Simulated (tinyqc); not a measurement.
What moves the results: electrons shared among three sets of ellipsoidal valleys. A value that a table varies takes the place of the one given here.

F_j(eta) = (1/Gamma(j + 1)) integral_0^infinity x^j dx/(1 + exp(x - eta)), which tends to exp(eta) for eta << 0.

Sets Gamma, L, X: N_i = M_i times N = 2 (m kB T/(4 pi c))^(3/2) with c = hbar^2/2m0, in 1/angstrom^3; times 1e24 for 1/cm^3, m = (ml mt^2)^(1/3); n = sum_i N_i F_1/2((EF - dE_i)/kT), energies from the edge of the first set; mu_drift = sum of share times mobility.

Constants: hbar^2/2m0 = 3.80998211 eV angstrom^2; kB = 8.617333262e-05 eV/K.

Parameters, chosen for this exercise (masses and offsets near those of GaSb; mobilities are free inputs, held fixed; the results hold for these values, not for the real material): dE = (0, 0.053, 0.304) eV (edges of Gamma, L, X above the first); M = (1, 4, 3) (valleys in each set); ml = (0.037, 1.236, 1.439) m0 (longitudinal masses of Gamma, L, X); mt = (0.037, 0.1041, 0.2157) m0 (transverse masses); mu = (8400, 790, 320) cm^2/(V s) (mobility of each set); n = 1.1e+17 1/cm^3 (total electron density); T = 300 K.

## Transfer between valleys with temperature

Offsets, masses and mobilities are held fixed; n is fixed too, so the high values of T stand for hot electrons, not for the lattice.

Populations:
```
T (K)  EF (eV)  share Gamma  share L  share X  mu_drift
77      0.0193       0.9142   0.0858   0.0000      7747
150    -0.0007       0.4194   0.5806   0.0000      3982
300    -0.0703       0.1048   0.8951   0.0001      1588
450    -0.1536       0.0565   0.9411   0.0024      1219
600    -0.2444       0.0405   0.9471   0.0124      1092
900    -0.4433       0.0278   0.9121   0.0601       973
1200   -0.6604       0.0219   0.8520   0.1262       897
2000   -1.2999       0.0148   0.7083   0.2769       773
```

The share of Gamma goes from 0.914 to 0.015 and the mean mobility from 7747 to 773 cm^2/(V s). Gamma and L hold equal numbers between T = 77 and 150 K. The share of X is at most 0.28.

## Transfer between valleys with doping

Parabolic valleys; band tails and gap narrowing are left out.

Populations:
```
n (1/cm^3)  EF (eV)  share Gamma  share L  share X  mu_drift
1.0e+16     -0.1324       0.1065   0.8934   0.0001      1600
1.0e+17     -0.0727       0.1050   0.8949   0.0001      1589
1.0e+18     -0.0122       0.0928   0.9071   0.0001      1496
3.0e+18      0.0181       0.0767   0.9232   0.0001      1373
1.0e+19      0.0551       0.0539   0.9460   0.0001      1200
3.0e+19      0.0986       0.0364   0.9634   0.0002      1067
1.0e+20      0.1774       0.0248   0.9738   0.0014       978
```

The share of Gamma goes from 0.107 to 0.025 and the mean mobility from 1600 to 978 cm^2/(V s). L holds more than Gamma throughout. The share of X is at most 0.0014.

## Moving the second set by strain or alloying

The second entry of dE is replaced by the values listed; a negative value puts that set lowest.

Populations:
```
offset (eV)  EF (eV)  share Gamma  share L  share X  mu_drift
-0.100       -0.2204       0.0003   0.9997   0.0000       792
-0.050       -0.1704       0.0022   0.9978   0.0000       807
0.000        -0.1208       0.0151   0.9848   0.0000       905
0.025        -0.0964       0.0387   0.9613   0.0000      1084
0.050        -0.0730       0.0946   0.9053   0.0001      1510
0.100        -0.0338       0.4030   0.5966   0.0004      3857
0.150        -0.0135       0.8097   0.1894   0.0008      6952
0.200        -0.0081       0.9652   0.0338   0.0010      8135
0.300        -0.0070       0.9982   0.0007   0.0011      8386
```

The share of Gamma goes from 0.000 to 0.998 and the mean mobility from 792 to 8386 cm^2/(V s). Gamma and L hold equal numbers between offset = 0.1 and 0.15 eV. The share of X is at most 0.0011. With Boltzmann statistics the first two sets are equal at kT ln(N_2/N_1) = 0.1079 eV.

## What moves the populations

All else solved anew. Each row changes one parameter from the base and keeps the others.

Results:
```
case                               EF (eV)  share Gamma  share L  share X  mu_drift (cm^2/(V s))
base                               -0.0703       0.1048   0.8951   0.0001                   1588
T = 350 K                          -0.0970       0.0809   0.9187   0.0004                   1406
n = 3.3e+17 1/cm^3                 -0.0416       0.1014   0.8985   0.0001                   1561
dE = (0, 0.0424, 0.304) eV         -0.0799       0.0726   0.9274   0.0001                   1342
mt = (0.037, 0.1249, 0.2157) m0    -0.0745       0.0891   0.9108   0.0001                   1468
ml = (0.037, 1.4832, 1.439) m0     -0.0724       0.0967   0.9032   0.0001                   1526
mu = (10080, 790, 320) cm^2/(V s)  -0.0703       0.1048   0.8951   0.0001                   1764
```

The largest shifts from the base row, up to three for each result and ties (the steps differ in size, so this ranks the rows, not the parameters). EF (eV): n +0.0287, T -0.0267, dE -0.0097; unchanged at the printed digits by mu. share Gamma: dE -0.0322, T -0.0239, mt -0.0157; unchanged at the printed digits by mu. share L: dE +0.0323, T +0.0236, mt +0.0157; unchanged at the printed digits by mu. share X: T +0.0003; unchanged at the printed digits by n, dE, mt, ml and mu. mu_drift (cm^2/(V s)): dE -245, T -182, mu +176.

Computed by tinyqc, a small Python program: `OMP_NUM_THREADS=1 python tinyqc.py 1681684 1681685 out.jsonl` (the numbers bound the seed that draws the inputs); one thread of a shared host (Intel(R) Xeon(R) Processor @ 2.30GHz), about 0.01 s for the whole set of steps.
